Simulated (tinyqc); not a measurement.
Ellipsoidal valleys in the axes of a wafer and a channel: one step. Tensors of the valley y.

Valleys with axes a along x, y and z, one whole valley each; inverse mass tensor w = 1/mt + (1/ml - 1/mt) a a. Device axes: z = nz/|nz|, x = nx/|nx|, y = z cross x; in them a = (ax, ay, az). Confinement mass mz = 1/w_zz. In the plane w_ij is replaced by u_ij = w_ij - w_iz w_jz/w_zz (i, j = x, y); density-of-states mass md = 1/sqrt(det u); conductivity mass along x mc = 1/u_xx; ballistic transport mass mx = u_yy/det u, width mass my = 1/u_yy.

Values chosen for the exercise (out of a larger set: near those of the X valleys of AlAs; not measured data): ml = 1.08 m0 (longitudinal mass); mt = 0.199 m0 (transverse mass).

valley axes, rows x, y, z; columns ax, ay, az:
```
[[0.577350, 0.408248, 0.707107],
 [-0.577350, -0.408248, 0.707107],
 [0.577350, -0.816497, 0.000000]]
```

Task: Form w and the reduced tensor u.

Give: w; u.

Result:

w (1/m0), rows x, y, z and columns alike:
```
[[3.6587, -0.9662, 1.6735],
 [-0.9662, 4.3419, 1.1833],
 [1.6735, 1.1833, 2.9755]]
```

u (1/m0), rows x, y and columns alike:
```
[[2.7175, -1.6317],
 [-1.6317, 3.8713]]
```

The axis is tilted against the normal, so w_xz or w_yz is not zero and the reduction changes the masses in the plane.

Program tinyqc; command `OMP_NUM_THREADS=1 python tinyqc.py 1851217 1851218 out.jsonl`; about 0.01 s on one thread of a shared Intel(R) Xeon(R) Processor @ 2.30GHz.
